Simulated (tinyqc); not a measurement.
## Voltage drop against the resistance of a horizontal segment

A grid of 13 by 13 nodes with segments Rx (rows) and Ry (columns); every node draws I1 and the central node kh I1; pads with resistance Rp sit at the nodes whose row and column are multiples of the pitch, counting from 0. The drops u = Vdd - V follow from G u = i, with G the conductance matrix and i the load currents, solved directly. Here the pitch is 4.

Inputs (values chosen for the exercise):

| symbol | value | unit | meaning |
|---|---|---|---|
| Vdd | 0.75 | V | supply voltage |
| Ry | 1.1 | ohm | resistance of a vertical segment |
| Rp | 0.031 | ohm | resistance from a pad node to the supply |
| kh | 5 |  | factor on the load at the hot node |
| I1 | 0.075 | mA | load current of a node in the large grid |

Results:

| Rx (ohm) | pads | worst drop (mV) | mean drop (mV) | largest drop at a pad (mV) | largest pad current (mA) | worst drop over Vdd (%) |
|---|---|---|---|---|---|---|
| 0.08 | 16 | 0.26912 | 0.14937 | 0.036267 | 1.1699 | 0.035883 |
| 0.32 | 16 | 0.37311 | 0.20539 | 0.036445 | 1.1757 | 0.049748 |
| 0.64 | 16 | 0.48075 | 0.26448 | 0.036368 | 1.1732 | 0.064100 |
| 1.3 | 16 | 0.66167 | 0.36146 | 0.036457 | 1.1760 | 0.088223 |
| 2.6 | 16 | 0.95936 | 0.51546 | 0.036789 | 1.1868 | 0.12791 |
| 5.1 | 16 | 1.4616 | 0.77066 | 0.037241 | 1.2013 | 0.19488 |

Estimate the missing row, Rx = 0.16 ohm.

Computed row:

| Rx (ohm) | pads | worst drop (mV) | mean drop (mV) | largest drop at a pad (mV) | largest pad current (mA) | worst drop over Vdd (%) |
|---|---|---|---|---|---|---|
| 0.16 | 16 | 0.30767 | 0.16974 | 0.036475 | 1.1766 | 0.041023 |

With this row back in the table: The worst drop rises from 0.269 to 1.46 mV and the mean drop rises from 0.149 to 0.771 mV. The worst drop goes as Rx^(0.19) between the first two rows and Rx^(0.62) between the last two.

Computed by the program tinyqc: `OMP_NUM_THREADS=1 python tinyqc.py 2770196 2770197 out.jsonl`, one thread of a shared Intel Xeon 2.30GHz, about 0.1 s for the whole run.
